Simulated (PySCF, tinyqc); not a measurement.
CIS on RHF in the sto-6g basis, for H3-, spin multiplicity 1, step by step. The basis has no diffuse functions, so it cannot describe the extra electron: this is an exercise in the method, not the real anion. The lowest restricted solution is unstable here: a spin-polarised one lies 0.1356 hartree lower (PySCF). One step of it, computed by the program tinyqc.

Problem. CIS matrix, singlets. A(ia,jb) = (e_a - e_i) d_ij d_ab + 2 (ia|jb) - (ij|ab).

orbital energies (hartree): MO1 -0.192955, MO2 0.650362, MO3 1.011719

Two-electron integrals over orbitals (pq|rs), unique and non-zero (hartree):
```
(11|11) 0.624849    (21|11) -0.000047   (21|21) 0.128250    (22|11) 0.586523
(22|21) 0.000165    (22|22) 0.679869    (31|11) 0.024725    (31|21) 0.000012
(31|22) -0.093240   (31|31) 0.155471    (32|11) 0.000017    (32|21) -0.093990
(32|22) -0.000061   (32|31) -0.000122   (32|32) 0.087001    (33|11) 0.613751
(33|21) -0.000131   (33|22) 0.553190    (33|31) 0.068161    (33|32) 0.000052
(33|33) 0.652782
```

Give: CIS matrix A, singlet.

Solution.

CIS matrix A, singlet (hartree), order 1>3, 2>3:
$$\begin{pmatrix}
0.9019 & -0.0001 \\
-0.0001 & -0.0178
\end{pmatrix}$$
